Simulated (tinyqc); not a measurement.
# Long-channel MOSFET, surface-potential model: several studies

n-channel transistor on a uniformly doped p-type body, gradual-channel approximation, constant mobility, Boltzmann statistics, full ionisation. Potentials are counted from the neutral body; V is the electron quasi-Fermi potential, Vsb at the source and Vsb + Vds at the drain. Charges are magnitudes per area.

Inputs (values chosen for the exercise); material values those of a made-up semiconductor:

| symbol | value | unit | meaning |
|---|---|---|---|
| T | 300 | K | temperature |
| Eg | 3.58 | eV | band gap |
| eps_r | 11.2 |  | relative permittivity of the semiconductor |
| Nc | 2.53e18 | cm^-3 | conduction-band density of states at T |
| Nv | 4.13e19 | cm^-3 | valence-band density of states at T |
| Na | 3.6e16 | cm^-3 | acceptor density of the body |
| eox | 7.62 |  | relative permittivity of the gate insulator |
| tox | 31 | nm | insulator thickness |
| Vfb | -2.78 | V | flat-band voltage |
| mu | 430 | cm^2/(V s) | channel mobility |
| W | 5 | um | gate width |
| L | 2 | um | gate length |
| Vsb | 0.3 | V | source-body reverse bias |
| Vgs | 1.86 | V | gate-source voltage |
| Vds | 2 | V | drain-source voltage |

Constants: q = 1.602176634e-19 C, kB = 1.380649e-23 J/K, Vt = kB T/q, eps0 = 8.8541878128e-14 F/cm where lengths are in cm. Results are converted to the units shown.

Each table varies one quantity; the others keep the values above.

## Transfer curve from weak to strong inversion

ni = sqrt(Nc Nv) exp(-Eg/(2 Vt)), Eg in volts; phiF = Vt ln(Na/ni); Cox = eps0 eox/tox; gamma = sqrt(2 q eps0 eps_r Na)/Cox. The surface potential psi at channel potential V solves Vgs + Vsb - Vfb - psi = gamma sqrt(G), G = psi - Vt + Vt exp((psi - 2 phiF - V)/Vt). Charge sheet: Qi = Cox gamma [sqrt(G) - sqrt(psi - Vt)]; I = mu (W/L) [integral of Qi dpsi from psi_0 to psi_L (drift) + Vt (Qi0 - QiL) (diffusion)], with psi_0 at V = Vsb and psi_L at V = Vsb + Vds. Pao-Sah: Qi(V) = (Cox gamma/2) integral from 3 Vt to psi of exp((u - 2 phiF - V)/Vt)/sqrt(G(u, V)) du, and I = mu (W/L) integral of Qi dV from Vsb to Vsb + Vds. Square law: VT = Vfb + 2 phiF + gamma sqrt(2 phiF + Vsb), m = 1 + gamma/(2 sqrt(2 phiF + Vsb)), I = mu Cox (W/L) [(Vgs - VT) v - m v^2/2] with v the smaller of Vds and (Vgs - VT)/m, and zero below VT. gm = dI/dVgs of the charge-sheet current.

Transfer curve from weak to strong inversion:
```
Vgs (V)  I, charge sheet (uA)  I, Pao-Sah (uA)  drift share (%)  gm/I (1/V)  I, square law (uA)
1.24                 2.622e-5         2.632e-5         0.007396       33.99                   0
1.36                 0.001549         0.001555           0.4341       33.91                   0
1.49                   0.1009           0.1015            18.82       27.60              0.2715
1.62                    1.328            1.342            60.05       13.54               3.400
1.74                    4.649            4.704            75.99       8.138               9.394
1.87                    11.08            11.22            83.69       5.536               19.25
1.99                    19.79            20.03            87.52       4.240               31.46
2.12                    32.32            32.71            90.10       3.370               48.05
2.24                    46.79            47.34            91.70       2.828               66.47
```

The charge-sheet current rises from 2.62e-5 to 46.8 uA. In the first row gm/I is 34.0 1/V, a swing of 67.7 mV a decade, against Vt ln 10 = 59.5 mV a decade for an ideal gate; in the last it is 2.83 1/V. Drift passes half of the current at Vgs = 1.62 V among the rows listed (VT = 1.44 V). The charge sheet departs most from Pao-Sah at Vgs = 1.87 V, where it is 1.2 % below it. In the last row the square law is 40 % above Pao-Sah. For Vgs = 1.62 to 2.24 V the surface electron density at the source passes 0.3 Nc, where degeneracy and quantisation, left out here, matter.

## Output curve

Same model as above.

In this table Vgs = 1.86 V.

Output curve:
```
Vds (V)  psi_L (V)  QiL (nC/cm^2)  I, charge sheet (uA)  I, Pao-Sah (uA)  I, square law (uA)
0.06         3.761          49.97                 3.610            3.656               5.437
0.13         3.821          35.19                 6.781            6.867               10.58
0.2          3.877          21.36                 8.881            8.994               14.42
0.26         3.920          10.99                 9.906            10.03               16.69
0.33         3.953          2.741                 10.38            10.51               18.13
0.4          3.964         0.2713                 10.47            10.60               18.37
0.47         3.965        0.01884                 10.48            10.60               18.37
0.53         3.965       0.001855                 10.48            10.61               18.37
0.6          3.965       1.237e-4                 10.48            10.61               18.37
```

The Pao-Sah current rises from 3.66 to 10.6 uA, while the charge at the drain end falls from 50.0 to 1.24e-4 nC/cm^2. The current first comes within 1 % of its last value at Vds = 0.33 V among the rows listed; the square law saturates at (Vgs - VT)/m = 0.373 V. Over the last two rows psi_L moves by less than 1 mV: the drain has lost hold of the surface potential, so the current no longer grows. In the last row the charge sheet is 1.2 % below Pao-Sah and the square law 73 % above it. In every row the surface electron density at the source passes 0.3 Nc, where degeneracy and quantisation, left out here, matter.

## Effect of the insulator thickness

VT = Vfb + 2 phiF + gamma sqrt(2 phiF + Vsb), m = 1 + gamma/(2 sqrt(2 phiF + Vsb)). The swing is 20 mV/log10[I(VT - 0.14 V)/I(VT - 0.16 V)] of the charge-sheet current at the given Vds.

Results:
```
tox (nm)  gamma (V^0.5)  VT (V)      m  swing (mV/decade)  I at Vgs, Vds (uA)
10               0.1585  0.8082  1.042              62.32               267.6
14               0.2219  0.9283  1.059              63.35               146.5
19               0.3012   1.078  1.080              64.63               72.55
34               0.5390   1.529  1.142              68.47               5.373
46               0.7292   1.889  1.192              71.55            0.008983
62               0.9829   2.370  1.259              75.66            4.693e-9
```

Estimate the missing row, tox = 25 nm.

Computed row:
```
tox (nm)  gamma (V^0.5)  VT (V)      m  swing (mV/decade)  I at Vgs, Vds (uA)
25               0.3963   1.259  1.105              66.17               30.08
```

With this row back in the table: As tox goes from 10 to 62 nm, VT rises from 0.808 to 2.37 V, the swing rises from 62.3 to 75.7 mV a decade and the current falls from 268 to 4.69e-9 uA. The swing is 0.49 % above m Vt ln 10 in the first row and 0.92 % above it in the last. The gate voltage is below VT in 2 of the 7 rows. For tox = 10 to 34 nm the surface electron density at the source passes 0.3 Nc, where degeneracy and quantisation, left out here, matter.

Numbers from tinyqc (`OMP_NUM_THREADS=1 python tinyqc.py 2360162 2360163 out.jsonl`; about 0.07 s on one thread of a shared Intel Xeon 2.30GHz).
